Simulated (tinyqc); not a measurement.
Trap in a gate oxide as a short-range spherical well: one step. Level, tunnelling time and occupation. Four cases, with inputs chosen for the exercise.

Question. Give E_T, S, tau and ln(tau_c/tau_e) = (E_T - EF)/kB T.

Energies from the conduction edge of the channel. The trap level at depth x is E_T = dEc - Et - e Fox x (1 MV/cm = 0.01 eV/angstrom). An electron at the channel edge tunnels with the WKB exponent S = (4/3) sqrt(m/c) [dEc^(3/2) - (dEc - e Fox x)^(3/2)]/(e Fox), c = hbar^2/2m0; tau = t0 exp(S); the occupation is f = 1/(1 + exp((E_T - EF)/kB T)), tau_c = tau/f and tau_e = tau/(1 - f). Lattice relaxation is left out; a level below the channel edge needs phonons as well, so tau is then a lower bound, while a level above it can also empty elastically at its own energy, through a thinner barrier, faster than this tau.

Constants: hbar^2/2m0 = 3.80998211 eV angstrom^2; kB = 8.617333262e-05 eV/K.

Give: E_T; S; tau; ln(tau_c/tau_e).

Case 1.

Values chosen (near those of HfO2 on Si; shifted at random, so the results belong to these values and not to a real crystal): dEc = 1.53 eV (conduction offset to the channel); m = 0.207 m0 (mass); Fox = 2.5 MV/cm (oxide field, lowering levels away from the channel); t0 = 29 x 1e-11 s (time constant at the interface); T = 300 K (temperature); EF = 0.04 eV (Fermi level above the channel edge); x = 12 angstrom (depth of the trap).

Et = 1.428862 eV

Answer.

E_T = -0.199 eV
S = 6.568
tau = 2.07e-07 s
ln(tau_c/tau_e) = -9.2

The level lies 9 kB T below EF, so the trap is mostly filled. A flat barrier would give S = 2 sqrt(m dEc/c) x = 6.92.

Case 2.

Values chosen (near those of SiO2 on Si; shifted at random, so the results belong to these values and not to a real crystal): dEc = 2.99 eV (conduction offset to the channel); m = 0.445 m0 (mass); Fox = 3.5 MV/cm (oxide field, lowering levels away from the channel); t0 = 0.56 x 1e-11 s (time constant at the interface); T = 300 K (temperature); EF = -0.14 eV (Fermi level above the channel edge); x = 13 angstrom (depth of the trap).

Et = 2.917807 eV

Answer.

E_T = -0.383 eV
S = 14.765
tau = 1.45e-05 s
ln(tau_c/tau_e) = -9.4

The level lies 9 kB T below EF, so the trap is mostly filled. A flat barrier would give S = 2 sqrt(m dEc/c) x = 15.36.

Case 3.

Values chosen (near those of HfO2 on Si; shifted at random, so the results belong to these values and not to a real crystal): dEc = 1.44 eV (conduction offset to the channel); m = 0.206 m0 (mass); Fox = 4.2 MV/cm (oxide field, lowering levels away from the channel); t0 = 1.8 x 1e-11 s (time constant at the interface); T = 300 K (temperature); EF = -0.08 eV (Fermi level above the channel edge); x = 11 angstrom (depth of the trap).

Et = 1.342407 eV

Answer.

E_T = -0.364 eV
S = 5.616
tau = 4.95e-09 s
ln(tau_c/tau_e) = -11.0

The level lies 11 kB T below EF, so the trap is mostly filled. A flat barrier would give S = 2 sqrt(m dEc/c) x = 6.14.

Case 4.

Values chosen (near those of SiO2 on Si; shifted at random, so the results belong to these values and not to a real crystal): dEc = 3.03 eV (conduction offset to the channel); m = 0.461 m0 (mass); Fox = 1.5 MV/cm (oxide field, lowering levels away from the channel); t0 = 1 x 1e-11 s (time constant at the interface); T = 300 K (temperature); EF = -0.1 eV (Fermi level above the channel edge); x = 15 angstrom (depth of the trap).

Et = 2.818062 eV

Answer.

E_T = -0.013 eV
S = 17.823
tau = 0.000550 s
ln(tau_c/tau_e) = 3.4

The level lies 3 kB T above EF, so the trap is mostly empty. A flat barrier would give S = 2 sqrt(m dEc/c) x = 18.16.

Computed by tinyqc, one run a case: `OMP_NUM_THREADS=1 python tinyqc.py N N+1 out.jsonl` with N = 1251683, 1251807, 1251815, 1251997; one thread of a shared Intel(R) Xeon(R) Processor @ 2.30GHz, about 0.01 s a run at most.
